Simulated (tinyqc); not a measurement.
Inside a calculation. Method: RHF in the 6-31g basis, for H2, spin multiplicity 1. Computed by tinyqc, a small Python program that keeps every step (integrals from PySCF). Settings: charge = 0, multiplicity = 1, basis = 6-31g, energy threshold = 1e-09, iteration cap = 86, orthogonalisation = symmetric, start = atomic densities, DIIS depth = 0, method = RHF. Command: `OMP_NUM_THREADS=1 python tinyqc.py 31469 31470 out.jsonl` (the two numbers bound the seeds that draw the settings). One thread of a shared host (Intel(R) Xeon(R) Processor @ 2.60GHz), about 0.04 s of CPU time with the checks. Later iterations appear only in the table of the cycle.

## One-electron integrals

Geometry (angstrom):
```
atom        x        y        z
H     0.00000  0.00000  0.00000
H     0.00000  0.00000  0.96800
```

Basis 6-31g: exponents (1/bohr^2) and contraction coefficients of normalised primitives:
```
element  l (shell)  exponent  coefficient
H            s (1)  18.73114      0.03349
H            s (1)   2.82539      0.23473
H            s (1)   0.64012      0.81376
H            s (2)   0.16128      1.00000
```

Overlap, kinetic and nuclear-attraction integrals over the contracted functions; the nuclear repulsion is the sum of Za Zb / Rab.

nuclear repulsion = 0.5466707 hartree

overlap S, order 1H 1s, 1H 2s, 2H 1s, 2H 2s:
```
[[1.00000, 0.65829, 0.27444, 0.42406],
 [0.65829, 1.00000, 0.42406, 0.76351],
 [0.27444, 0.42406, 1.00000, 0.65829],
 [0.42406, 0.76351, 0.65829, 1.00000]]
```

kinetic energy T (hartree), order 1H 1s, 1H 2s, 2H 1s, 2H 2s:
```
[[1.39568, 0.25974, 0.04504, 0.11798],
 [0.25974, 0.24192, 0.11798, 0.15148],
 [0.04504, 0.11798, 1.39568, 0.25974],
 [0.11798, 0.15148, 0.25974, 0.24192]]
```

nuclear attraction V (hartree), order 1H 1s, 1H 2s, 2H 1s, 2H 2s:
```
[[-2.19866, -1.09561, -0.54911, -0.72911],
 [-1.09561, -1.11002, -0.72911, -0.89726],
 [-0.54911, -0.72911, -2.19866, -1.09561],
 [-0.72911, -0.89726, -1.09561, -1.11002]]
```

core Hamiltonian H = T + V (hartree), order 1H 1s, 1H 2s, 2H 1s, 2H 2s:
```
[[-0.80298, -0.83588, -0.50406, -0.61114],
 [-0.83588, -0.86810, -0.61114, -0.74578],
 [-0.50406, -0.61114, -0.80298, -0.83588],
 [-0.61114, -0.74578, -0.83588, -0.86810]]
```

## Two-electron integrals

Functions are numbered as in S; the eight-fold symmetry (ij|kl) = (ji|kl) = (kl|ij) leaves the list below.

Two-electron integrals (ij|kl) in chemists' order, unique and non-zero (hartree):
```
(11|11) 1.07657   (21|11) 0.57847   (21|21) 0.32942   (22|11) 0.58740
(22|21) 0.36130   (22|22) 0.45315   (31|11) 0.22542   (31|21) 0.13099
(31|22) 0.14754   (31|31) 0.07045   (32|11) 0.25177   (32|21) 0.15626
(32|22) 0.19712   (32|31) 0.09089   (32|32) 0.13560   (33|11) 0.53468
(33|21) 0.34105   (33|22) 0.44905   (33|31) 0.22542   (33|32) 0.36334
(33|33) 1.07657   (41|11) 0.36334   (41|21) 0.20812   (41|22) 0.23038
(41|31) 0.09089   (41|32) 0.11148   (41|33) 0.25177   (41|41) 0.13560
(42|11) 0.41668   (42|21) 0.25862   (42|22) 0.33103   (42|31) 0.12077
(42|32) 0.17274   (42|33) 0.41668   (42|41) 0.17274   (42|42) 0.26416
(43|11) 0.34105   (43|21) 0.21610   (43|22) 0.28472   (43|31) 0.13099
(43|32) 0.20812   (43|33) 0.57847   (43|41) 0.15626   (43|42) 0.25862
(43|43) 0.32942   (44|11) 0.44905   (44|21) 0.28472   (44|22) 0.38330
(44|31) 0.14754   (44|32) 0.23038   (44|33) 0.58740   (44|41) 0.19712
(44|42) 0.33103   (44|43) 0.36130   (44|44) 0.45315
```

## Orthogonalisation

S = U s U^T; symmetric (Loewdin) form X = U s^(-1/2) U^T, so that X^T S X = 1.

eigenvalues of S: [0.14241, 0.40934, 0.81965, 2.62861]

X, order 1H 1s, 1H 2s, 2H 1s, 2H 2s:
```
[[1.25669, -0.49798, -0.06254, 0.03650],
 [-0.49798, 1.71043, 0.03650, -0.72479],
 [-0.06254, 0.03650, 1.25669, -0.49798],
 [0.03650, -0.72479, -0.49798, 1.71043]]
```

## Starting guess

The start is atomic minimal-basis densities projected into this basis (PySCF's MINAO start) and scaled to the electron count of each spin; this density is not idempotent, so its energy is not variational and may lie below the converged one.

D at the start, order 1H 1s, 1H 2s, 2H 1s, 2H 2s:
```
[[0.27117, 0.29661, -0.00838, 0.00315],
 [0.29661, 0.32500, 0.00315, 0.01694],
 [-0.00838, 0.00315, 0.27117, 0.29661],
 [0.00315, 0.01694, 0.29661, 0.32500]]
```

## Iteration 1: building the Fock matrix

J_ij = sum D_kl (ij|kl), K_ij = sum D_kl (ik|jl); F = H + J - 0.5 K; E = tr D H + tr D J / 2 - 0.25 tr D K + E_nn.

Coulomb J (hartree), order 1H 1s, 1H 2s, 2H 1s, 2H 2s:
```
[[1.33348, 0.79179, 0.37763, 0.52779],
 [0.79179, 0.94758, 0.52779, 0.75710],
 [0.37763, 0.52779, 1.33348, 0.79179],
 [0.52779, 0.75710, 0.79179, 0.94758]]
```

exchange K (hartree), order 1H 1s, 1H 2s, 2H 1s, 2H 2s:
```
[[0.86565, 0.70391, 0.45409, 0.56463],
 [0.70391, 0.68751, 0.56463, 0.62924],
 [0.45409, 0.56463, 0.86565, 0.70391],
 [0.56463, 0.62924, 0.70391, 0.68751]]
```

Fock matrix F (hartree), order 1H 1s, 1H 2s, 2H 1s, 2H 2s:
```
[[0.09767, -0.39604, -0.35348, -0.36567],
 [-0.39604, -0.26428, -0.36567, -0.30330],
 [-0.35348, -0.36567, 0.09767, -0.39604],
 [-0.36567, -0.30330, -0.39604, -0.26428]]
```

total energy of this density = -0.7601726 hartree

This density is the starting one; it is not idempotent, so its energy is not variational and may lie below the converged one.

## Iteration 1: diagonalisation and new density

Diagonalise F' = X^T F X, C = X C', fill 1 alpha and 1 beta electrons from the bottom; D = 2 C_occ C_occ^T. Each column has its largest component positive (the first on a tie).

F' = X^T F X (hartree):
```
[[0.59650, -0.56739, -0.24266, -0.09222],
 [-0.56739, 0.26322, -0.09222, -0.17617],
 [-0.24266, -0.09222, 0.59650, -0.56739],
 [-0.09222, -0.17617, -0.56739, 0.26322]]
```

orbital energies (hartree): [-0.45252, 0.12377, 0.89341, 1.15477]

coefficients C, order 1H 1s, 1H 2s, 2H 1s, 2H 2s:
```
[[0.28206, 0.20131, 0.86019, -0.98615],
 [0.33285, 1.22528, -0.69385, 1.26755],
 [0.28206, -0.20131, 0.86019, 0.98615],
 [0.33285, -1.22528, -0.69385, -1.26755]]
```

D after iteration 1, order 1H 1s, 1H 2s, 2H 1s, 2H 2s:
```
[[0.15912, 0.18777, 0.15912, 0.18777],
 [0.18777, 0.22158, 0.18777, 0.22158],
 [0.15912, 0.18777, 0.15912, 0.18777],
 [0.18777, 0.22158, 0.18777, 0.22158]]
```

## Iteration 2: building the Fock matrix

As before.

Coulomb J (hartree), order 1H 1s, 1H 2s, 2H 1s, 2H 2s:
```
[[1.31873, 0.78745, 0.37971, 0.52770],
 [0.78745, 0.94705, 0.52770, 0.75878],
 [0.37971, 0.52770, 1.31873, 0.78745],
 [0.52770, 0.75878, 0.78745, 0.94705]]
```

exchange K (hartree), order 1H 1s, 1H 2s, 2H 1s, 2H 2s:
```
[[0.88653, 0.78421, 0.61580, 0.69712],
 [0.78421, 0.80106, 0.69712, 0.76394],
 [0.61580, 0.69712, 0.88653, 0.78421],
 [0.69712, 0.76394, 0.78421, 0.80106]]
```

Fock matrix F (hartree), order 1H 1s, 1H 2s, 2H 1s, 2H 2s:
```
[[0.07248, -0.44053, -0.43226, -0.43200],
 [-0.44053, -0.32158, -0.43200, -0.36898],
 [-0.43226, -0.43200, 0.07248, -0.44053],
 [-0.43200, -0.36898, -0.44053, -0.32158]]
```

total energy of this density = -1.1002353 hartree

## Iteration 2: diagonalisation and new density

As before.

F' = X^T F X (hartree):
```
[[0.60277, -0.57392, -0.30123, -0.12649],
 [-0.57392, 0.24685, -0.12649, -0.20060],
 [-0.30123, -0.12649, 0.60277, -0.57392],
 [-0.12649, -0.20060, -0.57392, 0.24685]]
```

orbital energies (hartree): [-0.53806, 0.17344, 0.88585, 1.17803]

coefficients C, order 1H 1s, 1H 2s, 2H 1s, 2H 2s:
```
[[0.29034, 0.16490, 0.85743, -0.99289],
 [0.32614, 1.27107, -0.69703, 1.22163],
 [0.29034, -0.16490, 0.85743, 0.99289],
 [0.32614, -1.27107, -0.69703, -1.22163]]
```

D after iteration 2, order 1H 1s, 1H 2s, 2H 1s, 2H 2s:
```
[[0.16860, 0.18939, 0.16860, 0.18939],
 [0.18939, 0.21274, 0.18939, 0.21274],
 [0.16860, 0.18939, 0.16860, 0.18939],
 [0.18939, 0.21274, 0.18939, 0.21274]]
```

## Iteration 3: building the Fock matrix

As before.

Coulomb J (hartree), order 1H 1s, 1H 2s, 2H 1s, 2H 2s:
```
[[1.32672, 0.79132, 0.38201, 0.53040],
 [0.79132, 0.94990, 0.53040, 0.76124],
 [0.38201, 0.53040, 1.32672, 0.79132],
 [0.53040, 0.76124, 0.79132, 0.94990]]
```

exchange K (hartree), order 1H 1s, 1H 2s, 2H 1s, 2H 2s:
```
[[0.89765, 0.78851, 0.62279, 0.70082],
 [0.78851, 0.79944, 0.70082, 0.76249],
 [0.62279, 0.70082, 0.89765, 0.78851],
 [0.70082, 0.76249, 0.78851, 0.79944]]
```

Fock matrix F (hartree), order 1H 1s, 1H 2s, 2H 1s, 2H 2s:
```
[[0.07491, -0.43881, -0.43345, -0.43115],
 [-0.43881, -0.31792, -0.43115, -0.36579],
 [-0.43345, -0.43115, 0.07491, -0.43881],
 [-0.43115, -0.36579, -0.43881, -0.31792]]
```

total energy of this density = -1.1005405 hartree

## Iteration 3: diagonalisation and new density

As before.

F' = X^T F X (hartree):
```
[[0.60558, -0.57410, -0.30364, -0.12654],
 [-0.57410, 0.24993, -0.12654, -0.19910],
 [-0.30364, -0.12654, 0.60558, -0.57410],
 [-0.12654, -0.19910, -0.57410, 0.24993]]
```

orbital energies (hartree): [-0.53542, 0.17588, 0.88819, 1.18236]

coefficients C, order 1H 1s, 1H 2s, 2H 1s, 2H 2s:
```
[[0.29161, 0.16336, 0.85700, -0.99314],
 [0.32511, 1.27296, -0.69751, 1.21965],
 [0.29161, -0.16336, 0.85700, 0.99314],
 [0.32511, -1.27296, -0.69751, -1.21965]]
```

D after iteration 3, order 1H 1s, 1H 2s, 2H 1s, 2H 2s:
```
[[0.17007, 0.18961, 0.17007, 0.18961],
 [0.18961, 0.21140, 0.18961, 0.21140],
 [0.17007, 0.18961, 0.17007, 0.18961],
 [0.18961, 0.21140, 0.18961, 0.21140]]
```

## Iteration 7 (converged): orbitals

converged F (hartree), order 1H 1s, 1H 2s, 2H 1s, 2H 2s:
```
[[0.07535, -0.43850, -0.43366, -0.43099],
 [-0.43850, -0.31726, -0.43099, -0.36521],
 [-0.43366, -0.43099, 0.07535, -0.43850],
 [-0.43099, -0.36521, -0.43850, -0.31726]]
```

As before.

F' = X^T F X (hartree):
```
[[0.60608, -0.57413, -0.30408, -0.12655],
 [-0.57413, 0.25048, -0.12655, -0.19882],
 [-0.30408, -0.12655, 0.60608, -0.57413],
 [-0.12655, -0.19882, -0.57413, 0.25048]]
```

orbital energies (hartree): [-0.53494, 0.17632, 0.88861, 1.18314]

coefficients C, order 1H 1s, 1H 2s, 2H 1s, 2H 2s:
```
[[0.29184, 0.16308, 0.85692, -0.99319],
 [0.32493, 1.27330, -0.69759, 1.21929],
 [0.29184, -0.16308, 0.85692, 0.99319],
 [0.32493, -1.27330, -0.69759, -1.21929]]
```

D after iteration 7, order 1H 1s, 1H 2s, 2H 1s, 2H 2s:
```
[[0.17034, 0.18965, 0.17034, 0.18965],
 [0.18965, 0.21116, 0.18965, 0.21116],
 [0.17034, 0.18965, 0.17034, 0.18965],
 [0.18965, 0.21116, 0.18965, 0.21116]]
```

## Convergence

Stop when the energy changes by less than 1e-09 hartree and every element of the error matrix X^T (F D S - S D F) X is below 9e-06.

Course of the cycle:
```
iteration  E (hartree)     change  largest element of the error matrix
1           -0.7601726          -                             8.56e-02
2           -1.1002353  -3.40e-01                             1.37e-02
3           -1.1005405  -3.05e-04                             2.10e-03
4           -1.1005477  -7.17e-06                             3.23e-04
5           -1.1005479  -1.69e-07                             4.95e-05
6           -1.1005479  -3.97e-09                             7.60e-06
7           -1.1005479  -9.36e-11                             1.17e-06
```

PySCF RHF in the same basis = -1.1005479 hartree

Converged in 7 iterations.

## Populations, bond orders and dipole

Mulliken: Z minus the diagonal of D S on the atom; Loewdin: the same with S^(1/2) D S^(1/2); Mayer order: 2 sum_s sum (D(s) S)_ij (D(s) S)_ji over the two atoms.

Charges (e):
```
atom  Mulliken  Loewdin
1H           0        0
2H           0        0
```

Mayer bond orders:
```
pair    order
2-1   1.00000
```

dipole moment about the origin, x y z (debye): [0.00000, 0.00000, 0.00000]
